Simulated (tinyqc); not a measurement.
Worked calculation: Wannier function of the lower band of a two-orbital chain. Values are carried at full precision from step to step, so a last printed digit may differ when a step is redone from the rounded ones.

H(k) = [[-d/2 - 2 ta cos k, -t1 - t2 exp(-ik)], [-t1 - t2 exp(ik), d/2 - 2 tb cos k]], k in 1/a, Bloch sums with exp(ikR) and without the positions inside the cell. Mesh k_j = 2 pi j/N. Projection gauge: each lower eigenvector u is multiplied by the phase that makes <trial|u> real and positive (the one-band case of Loewdin orthogonalisation). Wannier amplitudes w(R) = (1/N) sum_k exp(ikR) u(k); hoppings H(R) = (1/N) sum_k exp(-ikR) E(k).

Values chosen for the exercise: d = -1.39 eV (A at -d/2, B at +d/2); t1 = 0.94 eV (A-B in the cell); t2 = 1.76 eV (B to A of the next cell); ta = -0.19 eV (A-A between cells); tb = 0.34 eV (B-B between cells); N = 5 (k points); th = 20 degrees (trial orbital cos(th) A + sin(th) B in cell 0); xb = 0.58 a (position of B (A at 0)); a = 5.6 angstrom (period); kq = 1.19 1/a (point off the mesh).

## Bloch states in the projection gauge

Diagonalise at each mesh point and fix the phase.

Mesh:
```
j,E lower (eV),E upper (eV),u_A,u_B,|<trial|u>|
0,-3.1149,2.8149,0.54168,0.84059,0.7965
1,-2.4424,2.3497,0.54350-0.15939i,0.69816+0.43793i,0.7495
2,-1.0513,1.2940,0.55257-0.28487i,0.03015+0.78269i,0.5296
3,-1.0513,1.2940,0.55257+0.28487i,0.03015-0.78269i,0.5296
4,-2.4424,2.3497,0.54350+0.15939i,0.69816-0.43793i,0.7495
```

The projection is smallest at j = 2 and 3 (0.5296); the gauge is smooth as long as it stays away from zero.

## The Wannier function

w(R) = (1/N) sum_j exp(2 pi i j R/N) u_j, for the N cells nearest the origin; it is real.

Amplitudes:
```
R,on A,on B
-2,0.0717,-0.2489
-1,-0.1309,0.5953
0,0.5468,0.4594
1,0.1243,-0.1060
2,-0.0701,0.1407
```

norm = 1.0000

Cell 0 holds 51.0 % of the weight.

## Centre and spread in real space

Point-like orbitals at R (A) and R + xb (B): centre <x>, spread <x^2> - <x>^2.

centre in units of a = -0.048
centre in angstrom = -0.267
spread = 15.327 angstrom^2

## The same from overlaps (Marzari-Vanderbilt)

b = 2 pi/N; M_j = u_j^+ diag(1, exp(-i b xb)) u_(j+1), with u_N = u_0. Centre = -(1/2 pi) sum arg M_j; gauge-invariant part Omega_I = (1/(N b^2)) sum (1 - |M_j|^2); gauge-dependent part Omega_D = (1/(N b^2)) sum (arg M_j + b centre)^2.

Overlaps:
```
j,|M_j|,arg M_j (rad)
0,0.9981,-0.2044
1,0.9763,0.0910
2,0.7358,1.9371
3,0.9763,0.0910
4,0.9981,-0.2044
```

centre from overlaps = -0.272 a
Omega_I = 0.0709 a^2
Omega_D = 0.4138 a^2

The centre is the Berry phase over 2 pi and does not depend on the trial orbital (modulo a). Omega_D is 85.4 % of the total; in one dimension a gauge that spreads the phase evenly removes it. The total is 0.4847 a^2, against 0.5954 a^2 (centre -0.261 a) in real space on 96 cells. The overlaps are finite differences in k, which are coarse on this mesh, and the function does not fit into N cells.

## Hoppings and interpolation

H(R) = (1/N) sum_j E_j cos(2 pi j R/N) for R = 0 to N/2. Interpolation: E(k) = H(0) + 2 sum H(R) cos(kR), the term R = N/2 of an even mesh counted once.

H(0), H(1), ... (eV): -2.0205  -0.5847  0.0375

interpolated E(kq) = -2.5093 eV

The exact value is -2.5066 eV; the interpolation is off by -2.7 meV. Though the chain has short hoppings, the single band has longer ones, made by paths through the other orbital, which the tails of the Wannier function carry.

## Checks

- Centre from overlaps against the real-space centre on 200 points: both -0.2614.
- Omega_I + Omega_D against the real-space spread on 200 points: both 0.595.

Program tinyqc; command `OMP_NUM_THREADS=1 python tinyqc.py 1450538 1450539 out.jsonl`; about 0.2 s on one thread of a shared Intel(R) Xeon(R) Processor @ 2.30GHz.
